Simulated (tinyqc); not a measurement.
Hole doping of the spin-split valence bands: two-band massive Dirac model of the K valleys.

Basis (conduction, valence): H = [[D/2, a t (tau kx - i ky)], [a t (tau kx + i ky), -D/2 + lam tau sz]], valley tau = +/-1, spin sz = +/-1. The gap of a spin and valley is G = D - lam tau sz. Berry curvature Omega = curl of i<u|grad u>; for the conduction band Omega_c = -tau 2 a^2 t^2 G/(G^2 + 4 a^2 t^2 k^2)^(3/2), and Omega_v = -Omega_c.

Values chosen for the exercise (near those used for monolayer MoSe2; not measured data): a = 3.315 angstrom (lattice constant); D = 1.38 eV (gap parameter); t = 0.89 eV (effective hopping); lam = 0.099 eV (half the valence spin splitting).

The Fermi level lies E below the top of the valence band. kF for the upper and lower band of valley +1 from the two-band energy; each flavour holds kF^2/(4 pi) holes per area and both valleys count. Spin polarisation within one valley; Berry flux removed from valley +1, the sum of (1 - cos(theta_F))/2 with cos(theta_F) = G/sqrt(G^2 + 4 a^2 t^2 kF^2), in units of 2 pi.

Holes:

| E (meV) | kF upper (1/angstrom) | kF lower | p (1e12/cm^2) | spin polarisation in a valley | flux/2 pi |
|---|---|---|---|---|---|
| 24.8 | 0.0609 | 0.0000 | 5.91 | 1.000 | 0.0186 |
| 49.5 | 0.0870 | 0.0000 | 12.04 | 1.000 | 0.0359 |
| 99.0 | 0.1253 | 0.0000 | 24.98 | 1.000 | 0.0669 |
| 148.5 | 0.1562 | 0.0000 | 38.81 | 1.000 | 0.0941 |
| 188.1 | 0.1782 | 0.0000 | 50.53 | 1.000 | 0.1135 |
| 217.8 | 0.1937 | 0.0584 | 65.11 | 0.833 | 0.1399 |
| 297.0 | 0.2320 | 0.1340 | 114.26 | 0.500 | 0.2174 |
| 396.0 | 0.2762 | 0.1953 | 182.13 | 0.333 | 0.2966 |

Up to E = 2 lam = 198 meV, a density of 53.5e12/cm^2, only the upper band of this model is emptied and each valley is fully spin-polarised, oppositely in the two. Beyond it the polarisation falls, to 0.33 in the last row. The flux, times e^2/h, is in size the change of the Hall conductivity of one valley; the other valley cancels it in the charge current. Rows with kF above about 0.2 1/angstrom lie beyond the range of the model, and in real layers the valley at Gamma, close below in MoS2 and WS2, can take holes as well.

tinyqc: `OMP_NUM_THREADS=1 python tinyqc.py 1451085 1451086 out.jsonl`; about 0.01 s, one thread, shared Intel(R) Xeon(R) Processor @ 2.30GHz.
